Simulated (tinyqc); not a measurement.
# Trap density from swing and capacitance

Question. In an MOS structure at one bias the subthreshold swing is S = Vt ln 10 (1 + (Cd + q Dit)/Cox) and 1/C_HF = 1/Cox + 1/Cd, Cox = 3.9 eps0/EOT. Find Cd and Dit.

Values chosen for this exercise:
```
symbol  value  unit                     meaning
T         250     K                 temperature
EOT       2.7    nm  equivalent oxide thickness
```

Constants: q = 1.602176634e-19 C, kB = 1.380649e-23 J/K, Vt = kB T/q, eps0 = 8.8541878128e-14 F/cm where lengths are in cm. Results are converted to the units shown.

S = 62.485514 mV/decade
C_HF = 224.73101 nF/cm^2

Answer. C_HF gives Cd, and the swing gives Cd + q Dit.

Cd = 272.6 nF/cm^2
Dit = 3.710e11 cm^-2 eV^-1

tinyqc, about 0.01 s, one thread, Intel Xeon 2.30GHz (shared host): `OMP_NUM_THREADS=1 python tinyqc.py 2030156 2030157 out.jsonl`
